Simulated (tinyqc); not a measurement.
Access strength from the read disturbance.

Inverse problem. Transistor (EKV form, voltages against the body): I = 2 n b Vt^2 [F(vp - Vs) - F(vp - Vd)] from drain to source, F(v) = ln^2(1 + exp(v/(2 Vt))), vp = (Vg - VT + sg |Vd - Vs|)/n. n-channel bodies are at 0; for the p-channel device all voltages are counted down from Vdd. b in uA/V^2 gives I in uA. In an SRAM read the low node Q obeys In(gate QB, drain Q) = Ip(gate QB, drain Q) + Ia, where the access transistor (threshold VTn) has its gate and drain at Vdd and its source at Q. Find Ia, ba and the cell ratio bn/ba.

Inputs (values chosen for the exercise):
```
symbol  value    unit                                  meaning
T         250       K                              temperature
Vdd       0.5       V                           supply voltage
n        1.42                                     slope factor
sg      0.087                   drain-induced barrier lowering
VTn      0.32       V                      n-channel threshold
VTp      0.36       V          p-channel threshold (magnitude)
bn        250  uA/V^2  gain factor of the pull-down transistor
bp        120  uA/V^2    gain factor of the pull-up transistor
```

Constants: q = 1.602176634e-19 C, kB = 1.380649e-23 J/K, Vt = kB T/q. Results are converted to the units shown.

Q and QB in the read (V): 0.043372245  0.49998530

Answer. The node equation gives Ia, which is proportional to ba.

Ia = 1.58 uA
ba = 170 uA/V^2
cell ratio = 1.47

Computed by the program tinyqc: `OMP_NUM_THREADS=1 python tinyqc.py 2340079 2340080 out.jsonl`, one thread of a shared Intel Xeon 2.30GHz, about 0.1 s for the whole run.
